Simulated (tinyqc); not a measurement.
UKS/PBE0 in the 6-31g basis, for H3, spin multiplicity 2, step by step (part 1 of 2). Computed by tinyqc, a small Python program that keeps every step (integrals from PySCF). Settings: charge = 0, multiplicity = 2, basis = 6-31g, energy threshold = 1e-10, iteration cap = 63, orthogonalisation = symmetric, start = highest core orbitals, DIIS depth = 0, damping = 0.5, method = UKS, functional = pbe0, grid = [15, 86]. Command: `OMP_NUM_THREADS=1 python tinyqc.py 25440 25441 out.jsonl` (the two numbers bound the seeds that draw the settings). One thread of a shared host (Intel(R) Xeon(R) Processor @ 2.60GHz), about 2 s of CPU time with the checks. Later iterations appear only in the table of the cycle.

## One-electron integrals

Geometry (angstrom):
```
atom         x         y          z
H     0.000000  0.000000   0.000000
H     0.000000  0.000000   0.818000
H     0.000000  0.058000  -0.816000
```

Basis 6-31g: exponents (1/bohr^2) and contraction coefficients of normalised primitives:
```
element  l (shell)   exponent  coefficient
H            s (1)  18.731137     0.033495
H            s (1)   2.825394     0.234727
H            s (1)   0.640122     0.813757
H            s (2)   0.161278     1.000000
```

Overlap, kinetic and nuclear-attraction integrals over the contracted functions; the nuclear repulsion is the sum of Za Zb / Rab.

nuclear repulsion = 1.61743545 hartree

overlap S, order 1H 1s, 1H 2s, 2H 1s, 2H 2s, 3H 1s, 3H 2s:
$$\begin{pmatrix}
1.000000 & 0.658292 & 0.387836 & 0.480846 & 0.387787 & 0.480824 \\
0.658292 & 1.000000 & 0.480846 & 0.824741 & 0.480824 & 0.824719 \\
0.387836 & 0.480846 & 1.000000 & 0.658292 & 0.033013 & 0.188022 \\
0.480846 & 0.824741 & 0.658292 & 1.000000 & 0.188022 & 0.463093 \\
0.387787 & 0.480824 & 0.033013 & 0.188022 & 1.000000 & 0.658292 \\
0.480824 & 0.824719 & 0.188022 & 0.463093 & 0.658292 & 1.000000
\end{pmatrix}$$

kinetic energy T (hartree), order 1H 1s, 1H 2s, 2H 1s, 2H 2s, 3H 1s, 3H 2s:
$$\begin{pmatrix}
1.395678 & 0.259735 & 0.154427 & 0.149734 & 0.154374 & 0.149721 \\
0.259735 & 0.241917 & 0.149734 & 0.173889 & 0.149721 & 0.173881 \\
0.154427 & 0.149734 & 1.395678 & 0.259735 & -0.037742 & 0.012107 \\
0.149734 & 0.173889 & 0.259735 & 0.241917 & 0.012107 & 0.054534 \\
0.154374 & 0.149721 & -0.037742 & 0.012107 & 1.395678 & 0.259735 \\
0.149721 & 0.173881 & 0.012107 & 0.054534 & 0.259735 & 0.241917
\end{pmatrix}$$

nuclear attraction V (hartree), order 1H 1s, 1H 2s, 2H 1s, 2H 2s, 3H 1s, 3H 2s:
$$\begin{pmatrix}
-2.935540 & -1.555931 & -1.017271 & -1.128116 & -1.017118 & -1.128060 \\
-1.555931 & -1.657274 & -1.041081 & -1.326495 & -1.041018 & -1.326456 \\
-1.017271 & -1.041081 & -2.618057 & -1.362171 & -0.085035 & -0.418096 \\
-1.128116 & -1.326495 & -1.362171 & -1.468488 & -0.418089 & -0.767500 \\
-1.017118 & -1.041018 & -0.085035 & -0.418089 & -2.618014 & -1.362148 \\
-1.128060 & -1.326456 & -0.418096 & -0.767500 & -1.362148 & -1.468473
\end{pmatrix}$$

core Hamiltonian H = T + V (hartree), order 1H 1s, 1H 2s, 2H 1s, 2H 2s, 3H 1s, 3H 2s:
$$\begin{pmatrix}
-1.539862 & -1.296196 & -0.862844 & -0.978383 & -0.862744 & -0.978339 \\
-1.296196 & -1.415358 & -0.891347 & -1.152606 & -0.891297 & -1.152575 \\
-0.862844 & -0.891347 & -1.222379 & -1.102436 & -0.122778 & -0.405989 \\
-0.978383 & -1.152606 & -1.102436 & -1.226571 & -0.405981 & -0.712966 \\
-0.862744 & -0.891297 & -0.122778 & -0.405981 & -1.222336 & -1.102413 \\
-0.978339 & -1.152575 & -0.405989 & -0.712966 & -1.102413 & -1.226556
\end{pmatrix}$$

## Two-electron integrals

Functions are numbered as in S; the eight-fold symmetry (ij|kl) = (ji|kl) = (kl|ij) leaves the list below.

Two-electron integrals (ij|kl) in chemists' order, unique and non-zero (hartree):
```
(11|11) 1.076566   (21|11) 0.578470   (21|21) 0.329423   (22|11) 0.587396
(22|21) 0.361304   (22|22) 0.453150   (31|11) 0.337733   (31|21) 0.193499
(31|22) 0.213206   (31|31) 0.143609   (32|11) 0.312826   (32|21) 0.191123
(32|22) 0.233722   (32|31) 0.149344   (32|32) 0.174738   (33|11) 0.614701
(33|21) 0.383817   (33|22) 0.481625   (33|31) 0.337733   (33|32) 0.414973
(33|33) 1.076566   (41|11) 0.414973   (41|21) 0.237305   (41|22) 0.261994
(41|31) 0.149344   (41|32) 0.150885   (41|33) 0.312826   (41|41) 0.174738
(42|11) 0.459446   (42|21) 0.284461   (42|22) 0.362069   (42|31) 0.184967
(42|32) 0.213262   (42|33) 0.459446   (42|41) 0.213262   (42|42) 0.308232
(43|11) 0.383817   (43|21) 0.239012   (43|22) 0.303187   (43|31) 0.193499
(43|32) 0.237305   (43|33) 0.578470   (43|41) 0.191123   (43|42) 0.284461
(43|43) 0.329423   (44|11) 0.481625   (44|21) 0.303187   (44|22) 0.401096
(44|31) 0.213206   (44|32) 0.261994   (44|33) 0.587396   (44|41) 0.233722
(44|42) 0.362069   (44|43) 0.361304   (44|44) 0.453150   (51|11) 0.337683
(51|21) 0.193471   (51|22) 0.213177   (51|31) 0.093076   (51|32) 0.089050
(51|33) 0.167941   (51|41) 0.130468   (51|42) 0.152904   (51|43) 0.109059
(51|44) 0.152234   (51|51) 0.143572   (52|11) 0.312801   (52|21) 0.191109
(52|22) 0.233708   (52|31) 0.089055   (52|32) 0.089923   (52|33) 0.170951
(52|41) 0.127494   (52|42) 0.163169   (52|43) 0.111786   (52|44) 0.162058
(52|51) 0.149317   (52|52) 0.174722   (53|11) 0.031921   (53|21) 0.017833
(53|22) 0.018879   (53|31) 0.010517   (53|32) 0.010108   (53|33) 0.020253
(53|41) 0.012831   (53|42) 0.014822   (53|43) 0.012532   (53|44) 0.015674
(53|51) 0.010516   (53|52) 0.010107   (53|53) 0.000977   (54|11) 0.134891
(54|21) 0.080836   (54|22) 0.095539   (54|31) 0.039073   (54|32) 0.038966
(54|33) 0.074333   (54|41) 0.054632   (54|42) 0.068227   (54|43) 0.048303
(54|44) 0.068424   (54|51) 0.059985   (54|52) 0.067018   (54|53) 0.004309
(54|54) 0.026318   (55|11) 0.614666   (55|21) 0.383799   (55|22) 0.481613
(55|31) 0.167958   (55|32) 0.170958   (55|33) 0.323580   (55|41) 0.249772
(55|42) 0.324360   (55|43) 0.212762   (55|44) 0.316091   (55|51) 0.337683
(55|52) 0.414954   (55|53) 0.020253   (55|54) 0.153856   (55|55) 1.076566
(61|11) 0.414954   (61|21) 0.237293   (61|22) 0.261982   (61|31) 0.130481
(61|32) 0.127497   (61|33) 0.249771   (61|41) 0.167375   (61|42) 0.199839
(61|43) 0.158174   (61|44) 0.208048   (61|51) 0.149317   (61|52) 0.150868
(61|53) 0.012830   (61|54) 0.062715   (61|55) 0.312801   (61|61) 0.174722
(62|11) 0.459430   (62|21) 0.284451   (62|22) 0.362057   (62|31) 0.152919
(62|32) 0.163173   (62|33) 0.324356   (62|41) 0.199842   (62|42) 0.272855
(62|43) 0.208128   (62|44) 0.288928   (62|51) 0.184938   (62|52) 0.213246
(62|53) 0.014822   (62|54) 0.084442   (62|55) 0.459430   (62|61) 0.213246
(62|62) 0.308215   (63|11) 0.134896   (63|21) 0.080839   (63|22) 0.095541
(63|31) 0.059993   (63|32) 0.067021   (63|33) 0.153856   (63|41) 0.062719
(63|42) 0.084445   (63|43) 0.089050   (63|44) 0.100230   (63|51) 0.039069
(63|52) 0.038965   (63|53) 0.004309   (63|54) 0.016882   (63|55) 0.074333
(63|61) 0.054631   (63|62) 0.068226   (63|63) 0.026318   (64|11) 0.271945
(64|21) 0.167277   (64|22) 0.209817   (64|31) 0.098733   (64|32) 0.108249
(64|33) 0.223085   (64|41) 0.121309   (64|42) 0.167671   (64|43) 0.140431
(64|44) 0.185770   (64|51) 0.098721   (64|52) 0.108244   (64|53) 0.008745
(64|54) 0.044254   (64|55) 0.223085   (64|61) 0.121304   (64|62) 0.167667
(64|63) 0.044254   (64|64) 0.097180   (65|11) 0.383799   (65|21) 0.239003
(65|22) 0.303180   (65|31) 0.109070   (65|32) 0.111790   (65|33) 0.212762
(65|41) 0.158176   (65|42) 0.208131   (65|43) 0.139612   (65|44) 0.205788
(65|51) 0.193471   (65|52) 0.237293   (65|53) 0.012532   (65|54) 0.089050
(65|55) 0.578470   (65|61) 0.191109   (65|62) 0.284451   (65|63) 0.048303
(65|64) 0.140431   (65|65) 0.329423   (66|11) 0.481613   (66|21) 0.303180
(66|22) 0.401089   (66|31) 0.152251   (66|32) 0.162064   (66|33) 0.316091
(66|41) 0.208053   (66|42) 0.288932   (66|43) 0.205788   (66|44) 0.297986
(66|51) 0.213177   (66|52) 0.261982   (66|53) 0.015674   (66|54) 0.100230
(66|55) 0.587396   (66|61) 0.233708   (66|62) 0.362057   (66|63) 0.068424
(66|64) 0.185770   (66|65) 0.361304   (66|66) 0.453150
```

## Orthogonalisation

S = U s U^T; symmetric (Loewdin) form X = U s^(-1/2) U^T, so that X^T S X = 1.

eigenvalues of S: [0.030925, 0.234844, 0.433235, 0.539162, 1.269051, 3.492783]

X, order 1H 1s, 1H 2s, 2H 1s, 2H 2s, 3H 1s, 3H 2s:
$$\begin{pmatrix}
1.319199 & -0.631738 & -0.147847 & 0.118667 & -0.147812 & 0.118649 \\
-0.631738 & 3.807363 & -0.031465 & -1.622206 & -0.031475 & -1.622092 \\
-0.147847 & -0.031465 & 1.284830 & -0.470109 & 0.053705 & 0.064564 \\
0.118667 & -1.622206 & -0.470109 & 2.178921 & 0.064563 & 0.458767 \\
-0.147812 & -0.031475 & 0.053705 & 0.064563 & 1.284818 & -0.470109 \\
0.118649 & -1.622092 & 0.064564 & 0.458767 & -0.470109 & 2.178810
\end{pmatrix}$$

## Starting guess

The start is the highest orbitals of the core Hamiltonian (a deliberately bad start); D(s) = C_occ C_occ^T for each spin.

D(alpha) at the start, order 1H 1s, 1H 2s, 2H 1s, 2H 2s, 3H 1s, 3H 2s:
$$\begin{pmatrix}
1.123907 & -3.475093 & -0.772544 & 2.099206 & -0.772364 & 2.098878 \\
-3.475093 & 10.744904 & 2.388619 & -6.490591 & 2.388197 & -6.489780 \\
-0.772544 & 2.388619 & 1.186911 & -2.424742 & -0.125146 & -0.460697 \\
2.099206 & -6.490591 & -2.424742 & 5.390519 & -0.460553 & 2.450239 \\
-0.772364 & 2.388197 & -0.125146 & -0.460553 & 1.186990 & -2.424636 \\
2.098878 & -6.489780 & -0.460697 & 2.450239 & -2.424636 & 5.389927
\end{pmatrix}$$

D(beta) at the start, order 1H 1s, 1H 2s, 2H 1s, 2H 2s, 3H 1s, 3H 2s:
$$\begin{pmatrix}
1.123907 & -3.475093 & -0.772515 & 2.099162 & -0.772393 & 2.098921 \\
-3.475093 & 10.744904 & 2.388597 & -6.490558 & 2.388219 & -6.489813 \\
-0.772515 & 2.388597 & 0.530986 & -1.442854 & 0.530902 & -1.442688 \\
2.099162 & -6.490558 & -1.442854 & 3.920681 & -1.442626 & 3.920231 \\
-0.772393 & 2.388219 & 0.530902 & -1.442626 & 0.530818 & -1.442460 \\
2.098921 & -6.489813 & -1.442688 & 3.920231 & -1.442460 & 3.919781
\end{pmatrix}$$

## Iteration 1: exchange-correlation on the grid

Becke grid with 15 radial and 86 angular points per atom, points of zero weight dropped. rho = sum D_ij phi_i phi_j; V_xc,ij = sum w v_xc phi_i phi_j plus the gradient terms; v_xc is d(rho eps)/d rho(s) for spin s at fixed gradient. Exact exchange is left to K.

The 8 grid points with the largest w rho, of 3852 (bohr, atomic units):
```
x                  y          z         w  rho(alpha)  rho(beta)     eps_xc  v_xc(alpha)
0.000000    0.000000   3.808762  0.516438    0.015121   0.008488  -0.202984    -0.272734
0.000000    0.109604  -3.804982  0.516438    0.015091   0.008457  -0.202838    -0.272548
0.000000    0.956503  -3.640534  0.528441    0.014579   0.007996  -0.200445    -0.269480
0.000000    0.846899   3.644314  0.528441    0.014302   0.007745  -0.199120    -0.267790
-0.846899   0.000000   3.644314  0.528441    0.014293   0.007723  -0.199051    -0.267704
0.846899    0.000000   3.644314  0.528441    0.014293   0.007723  -0.199051    -0.267704
0.000000   -0.846899   3.644314  0.528441    0.014283   0.007702  -0.198984    -0.267620
0.000000    0.000000   4.601911  1.223781    0.005865   0.003617  -0.157936    -0.188369
```

electrons on the grid, sum of w rho = 3.000124

E_xc = sum of w rho eps_xc = -0.80927232 hartree

V_xc(alpha) (hartree), order 1H 1s, 1H 2s, 2H 1s, 2H 2s, 3H 1s, 3H 2s:
$$\begin{pmatrix}
-0.386035 & -0.189969 & -0.133947 & -0.138194 & -0.133957 & -0.138187 \\
-0.189969 & -0.199514 & -0.139709 & -0.165986 & -0.139668 & -0.165958 \\
-0.133947 & -0.139709 & -0.394341 & -0.189488 & -0.010637 & -0.053981 \\
-0.138194 & -0.165986 & -0.189488 & -0.204485 & -0.053971 & -0.092337 \\
-0.133957 & -0.139668 & -0.010637 & -0.053971 & -0.394494 & -0.189457 \\
-0.138187 & -0.165958 & -0.053981 & -0.092337 & -0.189457 & -0.204438
\end{pmatrix}$$

V_xc(beta) (hartree), order 1H 1s, 1H 2s, 2H 1s, 2H 2s, 3H 1s, 3H 2s:
$$\begin{pmatrix}
-0.372694 & -0.179209 & -0.120940 & -0.129836 & -0.120895 & -0.129777 \\
-0.179209 & -0.181909 & -0.124766 & -0.149584 & -0.124578 & -0.149479 \\
-0.120940 & -0.124766 & -0.343361 & -0.168808 & -0.009977 & -0.048593 \\
-0.129836 & -0.149584 & -0.168808 & -0.180443 & -0.048530 & -0.084179 \\
-0.120895 & -0.124578 & -0.009977 & -0.048530 & -0.343099 & -0.168568 \\
-0.129777 & -0.149479 & -0.048593 & -0.084179 & -0.168568 & -0.180348
\end{pmatrix}$$

## Iteration 1: building the Kohn-Sham matrix

J_ij = sum D_kl (ij|kl) with D = D(alpha) + D(beta), K_ij = sum D_kl (ik|jl) for each spin; F = H + J - 0.25 K(s) + V_xc; E = tr D H + tr D J / 2 - 0.125 sum_s tr D(s) K(s) + E_xc + E_nn.

Coulomb J (hartree), order 1H 1s, 1H 2s, 2H 1s, 2H 2s, 3H 1s, 3H 2s:
$$\begin{pmatrix}
1.612131 & 0.954212 & 0.595536 & 0.694450 & 0.595457 & 0.694418 \\
0.954212 & 1.179540 & 0.664348 & 0.959465 & 0.664313 & 0.959438 \\
0.595536 & 0.664348 & 1.494734 & 0.888633 & 0.050572 & 0.263737 \\
0.694450 & 0.959465 & 0.888633 & 1.115411 & 0.263736 & 0.546233 \\
0.595457 & 0.664313 & 0.050572 & 0.263736 & 1.494716 & 0.888625 \\
0.694418 & 0.959438 & 0.263737 & 0.546233 & 0.888625 & 1.115406
\end{pmatrix}$$

exchange K(alpha) (hartree), order 1H 1s, 1H 2s, 2H 1s, 2H 2s, 3H 1s, 3H 2s:
$$\begin{pmatrix}
0.190519 & 0.050932 & 0.018121 & 0.038668 & 0.018125 & 0.038666 \\
0.050932 & 0.042653 & 0.047913 & 0.038279 & 0.047911 & 0.038284 \\
0.018121 & 0.047913 & 0.255826 & 0.042180 & -0.003459 & 0.025477 \\
0.038668 & 0.038279 & 0.042180 & 0.073206 & 0.025478 & 0.008487 \\
0.018125 & 0.047911 & -0.003459 & 0.025478 & 0.255851 & 0.042178 \\
0.038666 & 0.038284 & 0.025477 & 0.008487 & 0.042178 & 0.073218
\end{pmatrix}$$

exchange K(beta) (hartree), order 1H 1s, 1H 2s, 2H 1s, 2H 2s, 3H 1s, 3H 2s:
$$\begin{pmatrix}
0.176686 & 0.041258 & -0.005513 & 0.031979 & -0.005516 & 0.031976 \\
0.041258 & 0.024125 & 0.027832 & 0.019044 & 0.027826 & 0.019041 \\
-0.005513 & 0.027832 & 0.132193 & 0.030599 & 0.015195 & 0.006678 \\
0.031979 & 0.019044 & 0.030599 & 0.026724 & 0.006676 & 0.010618 \\
-0.005516 & 0.027826 & 0.015195 & 0.006676 & 0.132165 & 0.030593 \\
0.031976 & 0.019041 & 0.006678 & 0.010618 & 0.030593 & 0.026720
\end{pmatrix}$$

F(alpha) (hartree), order 1H 1s, 1H 2s, 2H 1s, 2H 2s, 3H 1s, 3H 2s:
$$\begin{pmatrix}
-0.361396 & -0.544685 & -0.405785 & -0.431794 & -0.405775 & -0.431774 \\
-0.544685 & -0.445994 & -0.378686 & -0.368697 & -0.378629 & -0.368666 \\
-0.405785 & -0.378686 & -0.185942 & -0.413837 & -0.081978 & -0.202601 \\
-0.431794 & -0.368697 & -0.413837 & -0.333947 & -0.202586 & -0.261191 \\
-0.405775 & -0.378629 & -0.081978 & -0.202586 & -0.186076 & -0.413790 \\
-0.431774 & -0.368666 & -0.202601 & -0.261191 & -0.413790 & -0.333892
\end{pmatrix}$$

F(beta) (hartree), order 1H 1s, 1H 2s, 2H 1s, 2H 2s, 3H 1s, 3H 2s:
$$\begin{pmatrix}
-0.344597 & -0.531507 & -0.386869 & -0.421763 & -0.386803 & -0.421692 \\
-0.531507 & -0.423758 & -0.358723 & -0.347487 & -0.358517 & -0.347376 \\
-0.386869 & -0.358723 & -0.104054 & -0.390261 & -0.085981 & -0.192514 \\
-0.421763 & -0.347487 & -0.390261 & -0.298284 & -0.192445 & -0.253565 \\
-0.386803 & -0.358517 & -0.085981 & -0.192445 & -0.103759 & -0.390004 \\
-0.421692 & -0.347376 & -0.192514 & -0.253565 & -0.390004 & -0.298177
\end{pmatrix}$$

total energy of this density = 2.25874694 hartree

This density is the starting one.

## Iteration 1: diagonalisation and new density

Diagonalise F' = X^T F X, C = X C', fill 2 alpha and 1 beta electrons from the bottom; D(s) = C_occ C_occ^T; the new density keeps 0.5 of the old one (damping). Each column has its largest component positive (the first on a tie).

F' = X^T F X (alpha) (hartree):
$$\begin{pmatrix}
0.131000 & -0.450608 & -0.282978 & -0.045107 & -0.282970 & -0.045114 \\
-0.450608 & 0.239898 & -0.111514 & -0.146094 & -0.111416 & -0.146118 \\
-0.282978 & -0.111514 & 0.213438 & -0.373229 & 0.113694 & -0.000856 \\
-0.045107 & -0.146094 & -0.373229 & 0.095474 & -0.000901 & -0.048098 \\
-0.282970 & -0.111416 & 0.113694 & -0.000901 & 0.213157 & -0.373139 \\
-0.045114 & -0.146118 & -0.000856 & -0.048098 & -0.373139 & 0.095510
\end{pmatrix}$$

orbital energies (alpha) (hartree): MO1 -0.646710, MO2 -0.251358, MO3 0.090952, MO4 0.476616, MO5 0.494552, MO6 0.824425

coefficients C (alpha), order 1H 1s, 1H 2s, 2H 1s, 2H 2s, 3H 1s, 3H 2s:
$$\begin{pmatrix}
0.418932 & -0.000045 & 0.393398 & -0.634391 & 0.004793 & -1.215938 \\
0.402905 & 0.000086 & 2.630985 & 2.384453 & -0.018048 & 2.718358 \\
0.230528 & 0.374037 & -0.016251 & -0.618439 & 0.876598 & 0.746654 \\
0.000596 & 0.559220 & -1.844602 & -0.596406 & -1.139589 & -1.568221 \\
0.230585 & -0.374194 & -0.016428 & -0.631014 & -0.867836 & 0.746240 \\
0.000516 & -0.559178 & -1.844272 & -0.579656 & 1.149107 & -1.567687
\end{pmatrix}$$

F' = X^T F X (beta) (hartree):
$$\begin{pmatrix}
0.142038 & -0.448224 & -0.278168 & -0.049826 & -0.278220 & -0.049808 \\
-0.448224 & 0.248706 & -0.104443 & -0.149839 & -0.104333 & -0.149593 \\
-0.278168 & -0.104443 & 0.321803 & -0.407495 & 0.101616 & 0.014787 \\
-0.049826 & -0.149839 & -0.407495 & 0.160596 & 0.014792 & -0.065832 \\
-0.278220 & -0.104333 & 0.101616 & 0.014792 & 0.321971 & -0.407298 \\
-0.049808 & -0.149593 & 0.014787 & -0.065832 & -0.407298 & 0.160303
\end{pmatrix}$$

orbital energies (beta) (hartree): MO1 -0.613538, MO2 -0.198920, MO3 0.127567, MO4 0.513458, MO5 0.645473, MO6 0.881378

coefficients C (beta), order 1H 1s, 1H 2s, 2H 1s, 2H 2s, 3H 1s, 3H 2s:
$$\begin{pmatrix}
0.429418 & 0.000322 & 0.393260 & -0.778065 & -0.000475 & -1.125526 \\
0.430434 & -0.000801 & 2.640059 & 2.595409 & -0.000094 & 2.503695 \\
0.205492 & -0.351379 & -0.046309 & -0.544232 & -0.881372 & 0.812926 \\
-0.002240 & -0.588172 & -1.832303 & -0.711520 & 1.129621 & -1.530810 \\
0.205264 & 0.351347 & -0.045603 & -0.544203 & 0.881929 & 0.812427 \\
-0.002535 & 0.589222 & -1.832811 & -0.711324 & -1.129355 & -1.529803
\end{pmatrix}$$

D(alpha) after iteration 1, order 1H 1s, 1H 2s, 2H 1s, 2H 2s, 3H 1s, 3H 2s:
$$\begin{pmatrix}
0.649705 & -1.653152 & -0.337993 & 1.049715 & -0.337874 & 1.049559 \\
-1.653152 & 5.453618 & 1.240766 & -3.245151 & 1.240534 & -3.244810 \\
-0.337993 & 1.240766 & 0.689979 & -1.107718 & -0.105976 & -0.334866 \\
1.049715 & -3.245151 & -1.107718 & 2.851623 & -0.334836 & 1.068768 \\
-0.337874 & 1.240534 & -0.105976 & -0.334836 & 0.690090 & -1.107638 \\
1.049559 & -3.244810 & -0.334866 & 1.068768 & -1.107638 & 2.851304
\end{pmatrix}$$

D(beta) after iteration 1, order 1H 1s, 1H 2s, 2H 1s, 2H 2s, 3H 1s, 3H 2s:
$$\begin{pmatrix}
0.654153 & -1.645129 & -0.342136 & 1.049100 & -0.342124 & 1.048916 \\
-1.645129 & 5.465088 & 1.238524 & -3.245761 & 1.238286 & -3.245452 \\
-0.342136 & 1.238524 & 0.286607 & -0.721657 & 0.286541 & -0.721605 \\
1.049100 & -3.245761 & -0.721657 & 1.960343 & -0.721543 & 1.960118 \\
-0.342124 & 1.238286 & 0.286541 & -0.721543 & 0.286476 & -0.721490 \\
1.048916 & -3.245452 & -0.721605 & 1.960118 & -0.721490 & 1.959894
\end{pmatrix}$$
